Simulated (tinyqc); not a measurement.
# Resonant-tunnelling diode, transfer matrices and Tsu-Esaki current, step by step

Computed by the program tinyqc: `OMP_NUM_THREADS=1 python tinyqc.py 2600011 2600012 out.jsonl`, one thread of a shared Intel Xeon 2.30GHz, about 0.08 s for the whole run. Printed values are rounded.

Emitter (band edge 0), barrier d1, well Lw, barrier d2, collector (edge -V). The bias drops linearly over these layers and none in the contacts; each layer is cut into ns equal slices, flat at the value of their centres. E is the energy of motion across the layers, C = hbar^2/(2 m0), psi and psi'/m are continuous. Transport is coherent, T(E) is taken as independent of the transverse momentum, and charge in the well is ignored.

Inputs (values chosen for the exercise); masses and offsets of a made-up heterostructure: temperature T = 150 K; mass in the well, spacer and contacts mw = 0.031 m0; barrier height U1 = 1.2 eV; barrier mass m1 = 0.12 m0; emitter barrier d1 = 1.4 nm; well width Lw = 4.2 nm; collector barrier d2 = 1.9 nm; slices in each layer ns = 1; Fermi energy of both contacts above their band edges Ef = 0.1 eV; bias of the collector V = 0.27 V; trial energy E = 0.07519 eV.

Constants: q = 1.602176634e-19 C, kB = 1.380649e-23 J/K, hbar = 1.054571817e-34 J s, m0 = 9.1093837015e-31 kg, Vt = kB T/q, hbar^2/(2 m0) = 0.0380998212 eV nm^2. Results are converted to the units shown.

## Slices under bias

U = edge of the layer - V x/Lt at the centre x of each slice, Lt the summed thickness.

```
slice    U (eV)  m (m0)  width (nm)
0       1.17480    0.12         1.4
1      -0.12600   0.031         4.2
2       0.96420    0.12         1.9
```

## Running product of the slice matrices at the trial energy

For the pair (psi, psi'/m) a flat layer has M = [[cos kd, (m/k) sin kd], [-(k/m) sin kd, cos kd]] with k = sqrt(m (E - U)/C) above its edge U, and M = [[cosh Kd, (m/K) sinh Kd], [(K/m) sinh Kd, cosh Kd]] with K = sqrt(m (U - E)/C) below it. Later slices stand to the left. With M acting on (psi, psi'/m) and v = k/m in each lead, T(E) = 4 vL vR/[(vL vR M12 - M21)^2 + (vR M11 + vL M22)^2]. vL = sqrt(mw E/C)/mw, vR = sqrt(mw (E + V)/C)/mw.

Product after each layer:
```
                 M11    M12 (nm)  M21 (1/nm)        M22
barrier d1   6.80534    0.434053     104.394    6.80534
well         7.06053    0.461495    -101.466   -6.49049
barrier d2  -2.29644  -0.0282735    -40.3419  -0.932144
```

T(E) = 0.155368

## Transmission at three energies near the peak

three energies (eV): [0.072678, 0.073368, 0.074058]

The same product at each energy.

T(E) at these energies: [0.425088, 0.795996, 0.536006]

## Breit-Wigner parameters from a parabola through 1/T(E)

Near a resonance 1/T(E) = (1/Tp) [1 + (2 (E - Er)/G)^2]. With y = 1/T(E) at E0 - h, E0, E0 + h: a = (y1 + y3 - 2 y2)/(2 h^2), b = (y3 - y1)/(2 h), Er = E0 - b/(2 a), 1/Tp = y2 - b^2/(4 a), G = 2 sqrt(1/(Tp a)), tau = hbar/G.

Er = 0.0734665 eV
Tp = 0.807155
G = 1.66336 meV
tau = 395.713 fs

The true maximum of T(E) lies at 0.073463 eV with height 0.8064 and full width 1.667 meV; the fitted G is 0.24 % below that width.

## Current from the resonance alone

J = J0 times the integral over E > 0 of T(E) N(E), N = ln[(1 + exp((Ef - E)/Vt))/(1 + exp((Ef - V - E)/Vt))], J0 = q^2 mw m0 kB T/(2 pi^2 hbar^3) (times 1e-4 for A/cm^2 per eV). For a sharp resonance J = J0 (pi G/2) Tp N(Er), with Er the peak energy, Tp the peak transmission and G the full width at half maximum (in eV). The three values given are estimates from a parabola through three points of 1/T(E).

J0 = 6.48467e6 A/(cm^2 eV)
N(Er) = 2.17351
J = 29.7243 kA/cm^2

The full integral over T(E) gives 29.35 kA/cm^2; the value above is 1.3 % above it. With the exact position, height and width of the peak (Er = 0.073463 eV, Tp = 0.8064, G = 1.667 meV) the formula is 1.4 % above it.
